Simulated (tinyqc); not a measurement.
Inside a calculation. Model: microkinetic model of low-temperature epitaxy from hydride gases: adsorption, hydrogen desorption and rate control. Computed by tinyqc, a small Python program that keeps every step. Command: `OMP_NUM_THREADS=1 python tinyqc.py 3017732 3017733 out.jsonl hepi walk`. One thread of a shared host (Intel(R) Xeon(R) Processor @ 2.30GHz), about 0.01 s of CPU time with the checks. Intermediate numbers are printed to about 7 digits and carried at full precision; extremes and crossings named in words are read from the listed rows.

Each hydride molecule needs two free sites and leaves four hydrogen atoms, of which two leave at once as H2; theta is the hydrogen coverage, the site density is 6.78 per nm^2 and one layer is 1.358 angstrom thick.

Inputs (values chosen for the exercise, close to those used for silane and germane on Si(001)):
```
quantity                                           value  unit
silane pressure p_S                                 0.71    Pa
sticking prefactor of silane s0                    0.024     -
adsorption barrier E_s                              0.15    eV
desorption prefactor nu_d                        4.1e+12   1/s
desorption energy on silicon E_d                     2.1    eV
hydrogen carrier pressure p_H                          0    Pa
sticking of hydrogen s_H                         8.2e-08     -
temperature T                                        660     C
germane pressure p_G                                 0.1    Pa
sticking ratio of germane to silane r_G              5.9     -
lowering of E_d per unit germanium fraction, dE     0.42    eV
```

Film: silicon-germanium. Order of hydrogen desorption: first.

Constants: k_B = 8.617333262e-05 eV/K; u = 1.6605390666e-27 kg; k_B = 1.380649e-23 J/K.

## Rate constants

Flux per site F = p/(sqrt(2 pi M k_B T) x 6.78e18 per m^2), M = 32.12 u (silane), 76.63 u (germane), 2.016 u (hydrogen); s = s0 exp(-E_s/(k_B T)); k_S = s F_S, k_G = r_G s F_G; germanium fraction x = k_G/(k_S + k_G); k = k_S + k_G; k_H = s_H F_H; k_d = nu_d exp(-(E_d - dE x)/(k_B T)). Temperatures in kelvin are T(C) + 273.15.

k = 9.108629 1/s

germanium fraction x = 0.3498048

k_H = 0 1/s

k_d = 116.0201 1/s

## Coverage and growth rate

With k the hydride and k_H the hydrogen adsorption rate on free pairs and k_d the desorption rate, steady state: 2 (k + k_H)(1 - theta)^2 = k_d theta; growth rate R = k (1 - theta)^2 layers/s; 1 layer/s = 8.148 nm/min. With c = 2 (k + k_H)/k_d the free share is 1 - theta = 2/(1 + sqrt(1 + 4c)).

c = 0.1570181

hydrogen coverage theta = 0.1212497

growth rate R in layers = 7.033703 layers/s

growth rate G = 57.31061 nm/min

The surface is mostly bare: the arrival of hydride limits growth.

## Degrees of rate control

X_i = d ln R/d ln k_i at fixed other constants. With f = 1 - theta and a = 2/f + 1/theta: d ln f/d ln k_d = 1/(a f), so X_d = 2/(a f), X_k = 1 - X_d k/(k + k_H), X_H = -X_d k_H/(k + k_H); they sum to 1.

X_d (desorption) = 0.2162760

X_k (hydride adsorption) = 0.7837240

X_H (hydrogen adsorption) = 0

Caution: layer thickness and site density of silicon are kept, and strain and surface segregation of germanium are ignored, which matters at this fraction.

## Two regimes over temperature

Limits: desorption-limited R = k_d k/(2 (k + k_H)), adsorption-limited R = k.

Growth:
```
T (C)         theta    G (nm/min)  desorption limit (nm/min)  adsorption limit (nm/min)
400    9.698510e-01  3.864233e-02               3.984357e-02                   42.51270
450    9.127888e-01  3.730379e-01               4.086793e-01                   49.04659
500    7.897582e-01  2.449821e+00               3.101989e+00                   55.42381
550    5.826904e-01  1.072501e+01               1.840603e+01                   61.58587
600    3.350582e-01  2.984239e+01               8.906627e+01                   67.49418
650    1.465871e-01  5.325819e+01               3.633212e+02                   73.12536
700    5.466785e-02  7.012256e+01               1.282702e+03                   78.46734
750    2.003440e-02  8.020348e+01               4.003289e+03                   83.51636
800    7.734698e-03  8.691436e+01               1.123694e+04                   88.27463
850    3.202946e-03  9.215536e+01               2.877207e+04                   92.74855
```

The apparent activation energy of G is 1.90 eV between the first rows and 0.12 eV between the last; full hydrogen cover gives a value near the desorption energy (plus E_s where k_H far exceeds k), a bare surface one near E_s less k_B T/2 from the flux. The coverage passes one half between 550 and 600 C, the knee of the Arrhenius plot.

Checks made by the program: steady coverage against time integration of d theta/dt (relative difference below 1e-10); degree of control against a finite difference (relative difference 5e-10).
